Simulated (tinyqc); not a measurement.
sp3s* tight binding: one step. Levels at this k. The numbers come from values chosen for the exercise (near a published set for GaAs, fitted to gaps, whose masses and valley positions are rough).

H(k) (eV):
```
             sa          xa          ya          za         s*a          sc         xc         yc         zc
sa    -8.359000           0           0           0           0   -1.485354  1.901004i  1.901004i  -3.457914
xa            0    1.042000           0           0           0  -2.425754i   0.456050  -3.868748  2.126862i
ya            0           0    1.042000           0           0  -2.425754i  -3.868748   0.456050  2.126862i
za            0           0           0    1.042000           0    4.412430  2.126862i  2.126862i   0.456050
s*a           0           0           0           0    8.579000           0  2.051717i  2.051717i  -3.732059
sc    -1.485354   2.425754i   2.425754i    4.412430           0   -2.647000          0          0          0
xc   -1.901004i    0.456050   -3.868748  -2.126862i  -2.051717i           0   3.659000          0          0
yc   -1.901004i   -3.868748    0.456050  -2.126862i  -2.051717i           0          0   3.659000          0
zc    -3.457914  -2.126862i  -2.126862i    0.456050   -3.732059           0          0          0   3.659000
s*c           0   2.044118i   2.044118i    3.718237           0           0          0          0          0

            s*c
sa            0
xa   -2.044118i
ya   -2.044118i
za     3.718237
s*a           0
sc            0
xc            0
yc            0
zc            0
s*c    6.737000
```

Question. Diagonalise H, which belongs to k = (0.68, 0.68, 0) (2 pi/a). Four bands are filled (two electrons each); give the make-up of band 5, the lowest empty one.

Give: levels; weights of band 5; weight of band 5 on atom a.

Answer.

levels (eV): -10.2365  -7.2224  -3.0673  -2.1679  1.9762  2.5912  6.8689  7.7177  10.1059  11.8474

weights of band 5: s 0.282, p 0.455, s* 0.262

weight of band 5 on atom a = 0.367

The vertical gap at this k is 4.1441 eV; band 5 is mostly p-like.

(tinyqc, `OMP_NUM_THREADS=1 python tinyqc.py 1482083 1482084 out.jsonl`, Intel(R) Xeon(R) Processor @ 2.30GHz, 1 thread, shared host, about 0.05 s.)
